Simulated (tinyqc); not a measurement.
Biaxially strained (001) channel, valley splitting in an inversion layer: effect of the confining field.

A thin layer grown on a relaxed buffer is stretched in the plane. The two valleys with their long axis along the growth direction (D2) sink against the four in-plane ones (D4); confinement in a triangular well splits them too. Only the lowest subband of each set is kept; one relaxation time, so the weakening of intervalley scattering is left out.

e_par = b1 x, e_perp = -2 (c12/c11) e_par, splitting D = Xu (e_par - e_perp), in-plane stress (c11 + c12 - 2 c12^2/c11) e_par. Levels E(m) = 2.33811 (hbar^2 q^2 F^2/(2 m))^(1/3): E2 = E(ml), E4 = E(mt) + D; N2 = 2 mt kB T/(pi hbar^2), N4 = 4 sqrt(mt ml) kB T/(pi hbar^2). EF solves Ns = N2 ln(1 + exp((EF - E2)/Vt)) + N4 ln(1 + exp((EF - E4)/Vt)); f2 is the share in D2, and 1/mc = f2/mt + (1 - f2)(1/mt + 1/ml)/2. The gain is mc(x = 0)/mc.

Parameters, values chosen for the exercise; values close to those of silicon on relaxed silicon-germanium:
```
symbol,value,unit,meaning
T,293,K,temperature
x,0.1,,germanium share of the relaxed buffer
b1,0.0418,,lattice mismatch per unit x
c11,168,GPa,elastic constant
c12,65.4,GPa,elastic constant
Xu,9.19,eV,shear deformation potential
ml,0.905,m0,longitudinal mass
mt,0.192,m0,transverse mass
Ns,2.5e12,cm^-2,inversion density
```

Constants: q = 1.602176634e-19 C, kB = 1.380649e-23 J/K, hbar = 1.054571817e-34 J s, m0 = 9.1093837015e-31 kg, Vt = kB T/q, hbar^2/(2 m0) = 0.0380998212 eV nm^2. Results are converted to the units shown.

The same in every row: D (meV) = 68.32.

Results:

| F (MV/cm) | f2 without strain | f2 | mc (m0) | gain |
|---|---|---|---|---|
| 0.1 | 0.3709 | 0.8781 | 0.2017 | 1.266 |
| 0.3 | 0.6149 | 0.9542 | 0.1955 | 1.158 |
| 0.5 | 0.7784 | 0.9798 | 0.1935 | 1.087 |
| 0.7 | 0.8766 | 0.9902 | 0.1927 | 1.047 |
| 1.1 | 0.9618 | 0.9973 | 0.1922 | 1.014 |
| 1.3 | 0.9783 | 0.9985 | 0.1921 | 1.008 |
| 1.5 | 0.9875 | 0.9991 | 0.1921 | 1.005 |

Estimate the missing row, F = 0.9 MV/cm.

Computed row:

| F (MV/cm) | f2 without strain | f2 | mc (m0) | gain |
|---|---|---|---|---|
| 0.9 | 0.9317 | 0.9950 | 0.1924 | 1.026 |

With this row back in the table: As F goes from 0.1 to 1.5 MV/cm, f2 rises from 0.878 to 0.999 (without strain: it rises from 0.371 to 0.987) and the gain falls from 1.27 to 1.00. Strong confinement already empties D4, so strain has less to move. At F = 0.1 MV/cm the second D2 subband, left out here, lies within 2 Vt of EF or below it.

Computed by the program tinyqc: `OMP_NUM_THREADS=1 python tinyqc.py 2530119 2530120 out.jsonl`, one thread of a shared Intel Xeon 2.30GHz, about 0.01 s for the whole run.
